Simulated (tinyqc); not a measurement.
Length offset and series resistance from crossing lines.

Question. R_total = Rs + k (L - dL)/Vo with constant Rs, dL and k. Find k, dL and Rs.

R_total at (L, Vo) = (90, 0.39), (180, 0.39), (90, 0.96) and (180, 0.96), L in nm and Vo in V (ohm um): [451.74359, 774.82051, 290.39583, 421.64583]

Solution. At each overdrive R is a straight line in L with slope k/Vo; the two lines cross at L = dL, R = Rs.

k = 1.400 ohm um V/nm
dL = 14.30 nm
Rs = 180.0 ohm um

Program tinyqc, `OMP_NUM_THREADS=1 python tinyqc.py 2282009 2282010 out.jsonl`; Intel Xeon 2.30GHz, shared host, one thread, about 0.03 s.
